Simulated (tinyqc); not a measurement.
Polycrystal bounds against single-crystal directions: anisotropic elasticity and sound waves of a cubic crystal. Computed by tinyqc, a small Python program. Command: `OMP_NUM_THREADS=1 python tinyqc.py 3014153 3014154 out.jsonl cubicelastic walk`. One thread of a shared host (Intel(R) Xeon(R) Processor @ 2.30GHz), about 0.01 s of CPU time with the checks.

Voigt order 1..6 = xx, yy, zz, yz, xz, xy, with engineering shear strains. The rotated frame has x' as named, z' along the wafer normal and y' = z' x x'.

Inputs (values chosen for the exercise, modelled on diamond): C11 = 1058 GPa; C12 = 127.4 GPa; C44 = 571.4 GPa.

Frame: (001) wafer, x' along [210].

Method. S11 = (C11 + C12)/D, S12 = -C12/D, D = (C11 - C12)(C11 + 2 C12), S44 = 1/C44. Zener ratio A = 2 C44/(C11 - C12); S0 = S11 - S12 - S44/2; H = 2 C44 + C12 - C11. B = (C11 + 2 C12)/3; Voigt G = (C11 - C12 + 3 C44)/5; Reuss G = 5/(4 (S11 - S12) + 3 S44); Hill is their mean; E = 9BG/(3B + G), nu = (3B - 2G)/(6B + 2G). Along <hkl>, with g = 0, 1/4, 1/3: 1/E = S11 - 2 S0 g; for a film with that normal C33 = C11 + 2 H g and M = [6B - (3B - C33) - (3B - C33)^2/C33]/2.

S11 = 0.970294 1/TPa

S12 = -0.104282 1/TPa

S44 = 1.75009 1/TPa

S0 = 0.199532 1/TPa

H = 212.2 GPa

Zener ratio A = 1.22802

bulk modulus B = 437.6 GPa

Averages:

| average | G (GPa) | E (GPa) | nu |
|---|---|---|---|
| Voigt | 528.96 | 1131.1 | 0.069195 |
| Reuss | 523.64 | 1123.0 | 0.072293 |
| Hill | 526.30 | 1127.1 | 0.070741 |

Directions:

| direction | E (GPa) | biaxial modulus M (GPa) |
|---|---|---|
| <100> | 1030.6 | 1154.7 |
| <110> | 1148.7 | 1229.0 |
| <111> | 1194.4 | 1250.8 |

What does the comparison show, and why?

The bounds on G differ by 1.0 %, while E varies by a factor 1.16 with direction; with A above 1 the stiffest axis is <111>. Under a fixed mismatch strain, grains with a <100> normal store the least energy.

Extremes, crossings and ranges named in words are read from the listed rows.
